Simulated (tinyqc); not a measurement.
One-electron ion in a basis of Gaussians, step by step. One step of it, computed by the program tinyqc.

Question. Matrices over normalised Gaussians. With p = a_i + a_j and I(k) = Gamma((k+1)/2) / (2 p^((k+1)/2)): S = I(2l+2), T = (2l+3) a_i a_j S / p, V = -Z I(2l+1), each divided by sqrt(S_ii S_jj).

exponents of r^l exp(-a r^2) (1/bohr^2): 0.368800  1.467000  5.834000

Z = 2

l = 0

Give: S; T; V.

Answer.

S, lower triangle:
```
        1       2       3
1  1.0000
2  0.7173  1.0000
3  0.3253  0.7174  1.0000
```

T (hartree), lower triangle:
```
        1       2       3
1  0.5532
2  0.6342  2.2005
3  0.3385  2.5229  8.7510
```

V (hartree), lower triangle:
```
         1        2        3
1  -1.9382
2  -2.1934  -3.8656
3  -1.8281  -4.3747  -7.7087
```
